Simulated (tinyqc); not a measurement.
Changing the work of adhesion W_a: equilibrium crystal shape, supported particles, Gibbs-Thomson effect and coarsening. Computed by tinyqc, a small Python program. Command: `OMP_NUM_THREADS=1 python tinyqc.py 3003020 3003021 out.jsonl wulff sweep`. One thread of a shared host (Intel(R) Xeon(R) Processor @ 2.30GHz), about 0.1 s of CPU time with the checks.

A cubic crystal bounded by {100}, {110} and {111} facets only.

Inputs (values chosen for the exercise, for a model metal):

| quantity | value | unit |
|---|---|---|
| lattice constant a | 3.24 | angstrom |
| first-neighbour bond energy e1 | 0.28 | eV |
| second-neighbour bond energy e2 | 0.16 | eV |
| atoms in the particle N | 430000 | - |

Surface energies: broken bonds, bcc.

Constants: 1 eV/angstrom^2 = 16.02176634 J/m^2; e = 1.602176634e-19 C.

Method:
- A cut with normal n breaks sum_R |R.n|/(2 Omega) bonds per area (R over all neighbours of a shell) and makes two surfaces: gamma = sum over shells e_s sum_R |R.n|/(4 Omega). bcc: 8 neighbours a/2 (1,1,1), 6 at a (1,0,0), Omega = a^3/2.
- Wulff construction: the facet planes lie at distances lambda gamma from the centre, and the shape is the region inside all of them; V = (1/3) sum of area x distance. gamma_mean = sum A gamma / sum A; shape factor eta = A/V^(2/3) (4.836 for a sphere). lambda follows from V = N Omega.
- Winterbottom: the particle sits on its largest facet family, {110}, with energy gamma_f; the substrate plane cuts the shape at the distance lambda (gamma_f - W_a) below the centre. Height over that of the free particle at the same lambda = (2 gamma_f - W_a)/(2 gamma_f). An isotropic particle with gamma_mean has cos(theta) = W_a/gamma_mean - 1 (Young-Dupre); a film dewets into particles whenever W_a < 2 gamma.

One run for each value:

| work of adhesion W_a (J/m^2) | relative height | contact angle theta (degrees) |
|---|---|---|
| 0.10 | 0.94735 | 153.67 |
| 0.39 | 0.79467 | 126.55 |
| 0.67 | 0.64726 | 107.77 |
| 0.96 | 0.49458 | 90.25 |
| 1.20 | 0.36822 | 75.85 |
| 1.50 | 0.21028 | 56.24 |
| 1.80 | 0.05234 | 29.91 |

What does the table show, and why?

Over the rows, relative height falls from 0.947 to 0.0523; contact angle theta (degrees) falls from 154 to 29.9. The height and cos(theta) are both linear in W_a: adhesion sinks the particle into the substrate plane. Left out: 2.10, 2.40 (the particle wets the substrate completely).

Extremes, crossings and ranges named in words are read from the listed rows.
